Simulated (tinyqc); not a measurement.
Film and buried-oxide thickness from two coupling ratios.

Problem. In a depleted film -dVT/dVb is k1 = Cs Cbox/(Cox (Cs + Cbox)) for a front channel and k2 = Cbox (Cox + Cs)/(Cox Cs) for a back channel, with Cox = eps0 eox/tox, Cs = eps0 eps_r/ts, Cbox = 3.9 eps0/tb. Find ts and tb.

Inputs (values chosen for the exercise); band and dielectric values close to those of silicon: relative permittivity eps_r = 11.8; relative permittivity of the gate insulator (close to aluminium oxide) eox = 8.99; insulator thickness tox = 2.5 nm.

coupling ratios for a front and a back channel: 0.092062102  0.35421546

Answer. With y = Cox/Cs and z = Cox/Cbox, 1/k1 = y + z and k2 = (1 + y)/z, so y = (k2/k1 - 1)/(1 + k2); the thicknesses follow from y and z.

ts = 6.900 nm
tb = 9.500 nm

tinyqc, about 0.5 s, one thread, Intel Xeon 2.30GHz (shared host): `OMP_NUM_THREADS=1 python tinyqc.py 2190101 2190102 out.jsonl`
